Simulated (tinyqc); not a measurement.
Temperature: carrier statistics of a doped semiconductor with parabolic bands.

Eg(T) = Eg0 - al T^2/(T + be); m_de = Mv^(2/3) (ml mt^2)^(1/3); m_dh = (mhh^(3/2) + mlh^(3/2))^(2/3); Nc and Nv from N = 2 (m kB T/(4 pi c))^(3/2) with c = hbar^2/2m0, in 1/angstrom^3; times 1e24 for 1/cm^3.

Energies are counted from Ev, so Ec = Eg. n = Nc F_1/2((EF - Eg)/kT), p = Nv F_1/2(-EF/kT), ND+ = ND/(1 + 2 exp((EF - Eg + ED)/kT)), NA- = NA/(1 + 4 exp((EA - EF)/kT)); neutrality asks p + ND+ = n + NA-. F_j(eta) = (1/Gamma(j + 1)) integral_0^infinity x^j dx/(1 + exp(x - eta)), which tends to exp(eta) for eta << 0.

Constants: hbar^2/2m0 = 3.80998211 eV angstrom^2; kB = 8.617333262e-05 eV/K.

Parameters, chosen for this exercise (near those of SiC; the results hold for these values, not for the real material): Eg0 = 3.254 eV (gap at 0 K); al = 0.000656 eV/K (Varshni alpha); be = 1332 K (Varshni beta); ml = 0.325 m0 (longitudinal electron mass); mt = 0.418 m0 (transverse electron mass); Mv = 3 (equivalent valleys); mhh = 0.997 m0 (heavy-hole mass); mlh = 0.455 m0 (light-hole mass); ND = 3.1e+12 1/cm^3 (donors); NA = 1.2e+15 1/cm^3 (acceptors); ED = 0.0587 eV (donor level below Ec); EA = 0.206 eV (acceptor level above Ev).

Neutrality solved at each temperature; ni = sqrt(Nc Nv) exp(-Eg/2kT).

Carriers (1/cm^3):
```
T (K)  EF (eV)         n         p  majority / |ND - NA|        ni  Eg (eV)
30      0.1942    <1e-99  2.47e-15              2.06e-30    <1e-99   3.2536
50      0.1863    <1e-99     0.370              3.09e-16    <1e-99   3.2528
77      0.1757    <1e-99  1.35e+07              1.13e-08  1.25e-88   3.2512
120     0.1623    <1e-99  1.26e+12               0.00106  3.92e-50   3.2475
200     0.1992  2.78e-58  1.70e+14                 0.142  2.17e-22   3.2369
300     0.2713  5.68e-31  9.06e+14                 0.757  2.27e-08   3.2178
450     0.4203  4.14e-12  1.18e+15                 0.984      69.8   3.1795
600     0.5821    0.0194  1.19e+15                 0.997  4.82e+06   3.1318
800     0.8057  5.12e+05  1.20e+15                 0.999  2.48e+10   3.0571
1000    1.0359  1.89e+10  1.20e+15                  1.00  4.76e+12   2.9727
```

Ionisation is incomplete: the majority density is below 90 % of the net doping at 30, 50, 77, 120, 200 and 300 K, down to a share of 2.1e-30. It is within 10 % of the net doping at 450, 600, 800 and 1000 K. The majority density never exceeds the net doping by 10 %; ni is 4.76e+12 1/cm^3 at 1000 K against a net doping of 1.20e+15. EF goes from 0.194 eV to 1.036 eV, where midgap is 1.486 eV and the intrinsic level (Boltzmann) 1.512 eV.

tinyqc: `OMP_NUM_THREADS=1 python tinyqc.py 1680657 1680658 out.jsonl`; about 0.01 s, one thread, shared Intel(R) Xeon(R) Processor @ 2.30GHz.
